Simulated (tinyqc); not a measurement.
# Small-signal admittance of a forward-biased p+-n diode: effect of the excess hole density at the junction edge

Holes injected into a neutral base of width wb with an ohmic contact at its end; low injection, p0 far above the equilibrium density. A small voltage v exp(i w t), w = 2 pi f, modulates the edge density by p0 v/Vt, and the small-signal density obeys Dp d2p/dx2 = (1/tau + i w) p.

L = sqrt(Dp tau); direct current J = (q Dp p0/L) coth(wb/L); k = sqrt(1 + i w tau)/L; diffusion admittance Y = (q Dp p0/Vt) k coth(k wb) = G + i w C_diff; junction capacitance C_j = sqrt(q eps0 eps_r Nd/(2 Vr)) in the depletion approximation, with the remaining barrier Vr = Vt ln(Na/p0), a rough value under forward bias; base-width modulation is left out. Measured admittance 1/[Rs + 1/(Y + i w C_j)].

Inputs (values chosen for the exercise); permittivity close to that of silicon:
- T = 300 K (temperature)
- eps_r = 11.7 (relative permittivity)
- Nd = 1.1e17 cm^-3 (donor density of the base)
- Dp = 6.1 cm^2/s (hole diffusion coefficient)
- tau = 7e-8 s (hole lifetime)
- wb = 21 um (width of the neutral base)
- Na = 4e19 cm^-3 (acceptor density of the p+ side)
- Rs = 0.0017 ohm cm^2 (series resistance)
- f = 1.4e5 Hz (signal frequency)

Constants: q = 1.602176634e-19 C, kB = 1.380649e-23 J/K, Vt = kB T/q, eps0 = 8.8541878128e-14 F/cm where lengths are in cm. Results are converted to the units shown.

The same in every row: w tau = 0.06158.

Result of one run:
```
p0 (cm^-3),G (S/cm^2),C_diff (uF/cm^2),C_j (uF/cm^2),measured G (S/cm^2),measured C (uF/cm^2),phase of the measured Y (degrees)
1e12,0.05807,0.001989,0.1420,0.05809,0.1440,65.36
```

What becomes of these results when the excess hole density at the junction edge p0 is changed from 1e12 to 1e16 cm^-3, all else the same?

Result of the changed run:
```
p0 (cm^-3),G (S/cm^2),C_diff (uF/cm^2),C_j (uF/cm^2),measured G (S/cm^2),measured C (uF/cm^2),phase of the measured Y (degrees)
1e16,580.7,19.89,0.2063,292.3,5.087,0.8771
```

The whole series:
```
p0 (cm^-3),G (S/cm^2),C_diff (uF/cm^2),C_j (uF/cm^2),measured G (S/cm^2),measured C (uF/cm^2),phase of the measured Y (degrees)
1e10,5.807e-4,1.989e-5,0.1264,6.017e-4,0.1264,89.69
1e11,0.005807,1.989e-4,0.1335,0.005830,0.1337,87.16
1e12,0.05807,0.001989,0.1420,0.05809,0.1440,65.36
1e13,0.5807,0.01989,0.1524,0.5801,0.1720,14.61
1e14,5.807,0.1989,0.1655,5.750,0.3572,3.128
1e15,58.07,1.989,0.1825,52.85,1.798,1.714
1e16,580.7,19.89,0.2063,292.3,5.087,0.8771
```

As p0 goes from 1e10 to 1e16, G rises from 5.81e-4 to 581 S/cm^2, C_diff rises from 1.99e-5 to 19.9 uF/cm^2 and the measured C rises from 0.126 to 5.09 uF/cm^2. C_diff exceeds C_j for p0 = 1e14, 1e15, 1e16.

Program tinyqc, `OMP_NUM_THREADS=1 python tinyqc.py 2890162 2890163 out.jsonl`; Intel Xeon 2.30GHz, shared host, one thread, about 0.01 s.
